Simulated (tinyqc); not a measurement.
From results back to parameters: carrier statistics of a doped semiconductor with parabolic bands. Four cases, with inputs chosen for the exercise.

Problem. ni^2 = C^2 (T/300 K)^3 exp(-Eg(T)/kB T) with Eg(T) = Eg0 - al T^2/(T + be). Two intrinsic densities were computed from hidden Eg0 and C = sqrt(Nc Nv) at 300 K.

Constants: kB = 8.617333262e-05 eV/K.

Case 1.

Values chosen (near those of AlAs; the results hold for these values, not for the real material): al = 0.000722 eV/K (Varshni alpha); be = 500 K (Varshni beta); T1 = 270 K; T2 = 400 K.

ni(T1) = 0.0407686 1/cm^3
ni(T2) = 836336 1/cm^3

Case 2.

Values chosen (near those of SiC; the results hold for these values, not for the real material): al = 0.000644 eV/K (Varshni alpha); be = 1296 K (Varshni beta); T1 = 270 K; T2 = 520 K.

ni(T1) = 7.11572e-12 1/cm^3
ni(T2) = 17546.2 1/cm^3

Case 3.

Values chosen (near those of Ge; the results hold for these values, not for the real material): al = 0.000471 eV/K (Varshni alpha); be = 240 K (Varshni beta); T1 = 290 K; T2 = 450 K.

ni(T1) = 9.97252e+12 1/cm^3
ni(T2) = 5.20341e+15 1/cm^3

Case 4.

Values chosen (near those of Ge; the results hold for these values, not for the real material): al = 0.000467 eV/K (Varshni alpha); be = 230 K (Varshni beta); T1 = 300 K; T2 = 400 K.

ni(T1) = 1.88814e+13 1/cm^3
ni(T2) = 1.27519e+15 1/cm^3

Find: Eg0; C.

Solution. y(T) = 2 ln ni - 3 ln(T/300) - al T/((T + be) kB) equals 2 ln C - Eg0/(kB T), a straight line in 1/T; two points give slope and intercept.

Case 1.

Eg0 = 2.270 eV
C = 1.69e+19 1/cm^3

Case 2.

Eg0 = 3.294 eV
C = 2.42e+19 1/cm^3

Case 3.

Eg0 = 0.747 eV
C = 7.23e+18 1/cm^3

Case 4.

Eg0 = 0.743 eV
C = 7.15e+18 1/cm^3

Computed by tinyqc, one run a case: `OMP_NUM_THREADS=1 python tinyqc.py N N+1 out.jsonl` with N = 1651034, 1651051, 1651095, 1651122; one thread of a shared Intel(R) Xeon(R) Processor @ 2.30GHz, about 0.01 s a run at most.
